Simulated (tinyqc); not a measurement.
Which stress helps holes along [110]: six-band Luttinger-Kohn model with strain.

Six-band Luttinger-Kohn model in the basis |3/2,3/2>, |3/2,1/2>, |3/2,-1/2>, |3/2,-3/2>, |1/2,1/2>, |1/2,-1/2>, electron energies, zero at the top of the unstrained valence band. H = -[rows: (P+Q, -S, R, 0, -S/r2, r2 R); (-S*, P-Q, 0, R, -r2 Q, r32 S); (R*, 0, P-Q, S, r32 S*, r2 Q); (0, R*, S*, P+Q, -r2 R*, -S*/r2); (-S*/r2, -r2 Q, r32 S, -r2 R, P+Dso, 0); (r2 R*, r32 S*, r2 Q, -S/r2, 0, P+Dso)], r2 = sqrt(2), r32 = sqrt(3/2). Levels are twofold.

P = c g1 k^2 - av tr(e); Q = c g2 (kx^2 + ky^2 - 2 kz^2) - (b/2)(exx + eyy - 2 ezz); R = c sqrt3 [-g2 (kx^2 - ky^2) + 2i g3 kx ky] + (sqrt3/2) b (exx - eyy) - i d exy; S = 2 c sqrt3 g3 (kx - i ky) kz - d (exz - i eyz); c = hbar^2/2m0, e the strain tensor (not engineering shear).

s11 = (C11 + C12)/((C11 - C12)(C11 + 2 C12)), s12 = -C12/((C11 - C12)(C11 + 2 C12)), s44 = 1/C44; exx = s11 sxx + s12 (syy + szz) and cyclic, exy = s44 sxy/2; tension is positive. A uniaxial stress X along the unit vector n is s_ij = X n_i n_j.

Constants: hbar^2/2m0 = 3.80998211 eV angstrom^2.

Values chosen for the exercise (near those of Ge; the results hold for these values, not for the real material): Dso = 0.29 eV (spin-orbit splitting); g1 = 13.39 (Luttinger gamma1); g2 = 4.24 (gamma2); g3 = 5.72 (gamma3); av = 1.23 eV (valence hydrostatic potential); b = -2.62 eV (tetragonal shear potential); d = -5.19 eV (trigonal shear potential); C11 = 132.3 GPa; C12 = 48.3 GPa; C44 = 68.5 GPa; X1 = 1.7 GPa (size of the stress).

Each load has size X1 (biaxial: sxx = syy); masses are curvatures of the top pair at k = 0.

Results:

| load | splitting (meV) | top edge (meV) | m [110] | m [001] |
|---|---|---|---|---|
| uniaxial [110], compression | 92.3 | 42.2 | 0.035 | 0.149 |
| uniaxial [110], tension | 71.7 | 51.6 | 0.303 | 0.049 |
| uniaxial [100], compression | 121.7 | 59.6 | 0.060 | 0.144 |
| uniaxial [100], tension | 84.3 | 62.2 | 0.089 | 0.057 |
| uniaxial [111], compression | 82.6 | 36.3 | 0.047 | 0.075 |
| uniaxial [111], tension | 63.9 | 46.3 | 0.130 | 0.075 |
| biaxial (001), compression | 84.3 | 34.8 | 0.057 | 0.204 |
| biaxial (001), tension | 121.7 | 87.0 | 0.144 | 0.038 |

The lightest mass along [110] (0.035) comes with uniaxial [110], compression. The largest splitting (121.7 meV) comes with uniaxial [100], compression; biaxial (001), tension. The heaviest mass along [001] (0.204), which lowers the confinement energy in a (001) channel, comes with biaxial (001), compression. The splitting per GPa follows b (s11 - s12) for loads along cube axes and d s44 for [111]: here 2 |b| (s11 - s12) = 62.4 and |d| s44/sqrt3 = 43.7 meV per GPa in the limit of large Dso; where the splitting nears Dso, mixing with the split-off band makes it depend on the sign of the load.

(tinyqc, `OMP_NUM_THREADS=1 python tinyqc.py 1051525 1051526 out.jsonl`, Intel(R) Xeon(R) Processor @ 2.30GHz, 1 thread, shared host, about 0.2 s.)
